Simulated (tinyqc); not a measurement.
Inside a calculation. Model: strained alloy layer of InP and GaP on (001) GaAs, model-solid band line-up.

Computed by the program tinyqc: `OMP_NUM_THREADS=1 python tinyqc.py 2690148 2690149 out.jsonl`, one thread of a shared Intel Xeon 2.30GHz, about 0.01 s for the whole run. Printed values are rounded.

The layer is x parts of the first compound and 1 - x of the second, grown coherently on the third as substrate and barrier. Rows of the table: lattice constant a, average valence level Ea on an absolute scale, spin-orbit splitting so, gaps at Gamma, X and L, hydrostatic deformation potentials av and ac (Gamma), shear potential b, elastic constants, electron and heavy-hole (along z) masses. All are interpolated linearly in x; gaps get -C x (1 - x), taken wholly in the conduction band; real line-ups can differ from this model by 0.1 eV or more.

Parameters, values chosen for the exercise: fraction of the first compound in the layer x = 0.63; bowing of the Gamma gap CG = 0.65 eV; bowing of the X gap CX = 0.2 eV; bowing of the L gap CL = 1.03 eV.

## Relaxed alloy and strain

Binary compounds, values chosen for the exercise:

|  | close to InP | close to GaP | close to GaAs |
|---|---|---|---|
| a (angstrom) | 5.869 | 5.451 | 5.653 |
| Ea (eV) | -7.04 | -7.4 | -6.92 |
| so (eV) | 0.111 | 0.0792 | 0.34 |
| EG (eV) | 1.35 | 2.82 | 1.42 |
| EX (eV) | 2.19 | 2.26 | 1.9 |
| EL (eV) | 1.91 | 2.58 | 1.7 |
| av (eV) | 1.26 | 1.72 | 1.17 |
| ac (eV) | -4.99 | -7.2 | -7.27 |
| b (eV) | -1.7 | -1.79 | -1.71 |
| c11 (GPa) | 102 | 141 | 120 |
| c12 (GPa) | 55.4 | 61.1 | 54.3 |
| me (m0) | 0.0805 | 0.128 | 0.0663 |
| mh (m0) | 0.529 | 0.334 | 0.345 |

In-plane strain e = (a_substrate - a)/a, e_z = -2 (c12/c11) e, volume change 2 e + e_z.

a = 5.714340 angstrom
Gamma gap = 1.742385 eV
X gap = 2.169280 eV
L gap = 1.917807 eV
e = -1.073440 %
e_z = 1.060422 %
volume change = -1.086458 %

The relaxed alloy has its lowest gap at Gamma (direct). The layer is under compressive in-plane strain.

## Band edges and offsets

In-plane strain e = (a_substrate - a)/a, e_z = -2 (c12/c11) e, volume change 2 e + e_z. With v = 2 e + e_z and d = 2 b (e_z - e): Eav = Ea + av v; E_hh = Eav + so/3 - d/2; E_lh = Eav - so/6 + d/4 + sqrt(so^2 + so d + 9 d^2/4)/2; E_c = Ea + so/3 + EG + ac v (Gamma). Substrate: E_v = Ea + so/3, E_c = E_v + EG. Well depths: dEc = E_c(substrate) - E_c, dEhh = E_hh - E_v(substrate), dElh likewise; strained Gamma gap E_c - max(E_hh, E_lh); positive values confine carriers in the layer.

d = -0.07397244 eV
E_hh = -7.118674 eV
E_lh = -7.162905 eV
E_c = -5.334639 eV
strained Gamma gap = 1.784036 eV
dEc = -0.05202788 eV
dEhh = -0.3120076 eV
dElh = -0.3562381 eV

The heavy-hole band lies on top, by 44.2 meV. At Gamma the line-up is type I, the layer is a barrier for both carriers.

## Critical thickness

In-plane strain e = (a_substrate - a)/a. Matthews-Blakeslee for 60-degree dislocations in a single layer: hc = k (ln(hc/bv) + 1), k = bv (1 - nu/4)/(4 pi |e| (1 + nu)), nu = c12/(c11 + c12), bv = a/sqrt(2); the larger root.

nu = 0.3306274
bv = 0.4040649 nm
hc = 8.308903 nm

The layer, Lw = 7.6 nm, is thinner than hc, so it stays coherent by this criterion.
